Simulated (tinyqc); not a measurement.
Speciation in dilute and buffered hydrofluoric acid, oxide etch rate and bath loading: one step, computed by the program tinyqc.

Concentrations stand for activities, NH4+ and Cl- are spectators, and water ionisation is neglected. H, F and HF2 denote the ions H+, F- and HF2-. The base temperature is 298 K.

Task: Etch rate. Rate = k_a ([HF] + 2 [H2F2]) + k_b [HF2], an empirical two-term form. Time = oxide/rate; a temperature error changes the rate by exp((E_a/k_B)(1/298 - 1/(298 + error))) - 1.

Inputs (values chosen for the exercise, of the order of those for thermal oxide at room temperature):
```
quantity                         value            unit
rate constant of neutral HF k_a     16  nm L/(min mol)
rate constant of HF2 k_b            53  nm L/(min mol)
activation energy                 0.45              eV
temperature error                  2.4               K
oxide removed per wafer              3              nm
```

[HF] = 0.08715528 mol/L

[H2F2] = 0 mol/L

[HF2] = 0.001216300 mol/L

Constants: k_B = 8.617333262e-05 eV/K.

Give: etch rate; share of HF2 in the rate; etch time; rate change from the temperature error.

Result:

etch rate = 1.4589 nm/min

share of HF2 in the rate = 4.4185 %

etch time = 123.38 s

rate change from the temperature error = 15.028 %
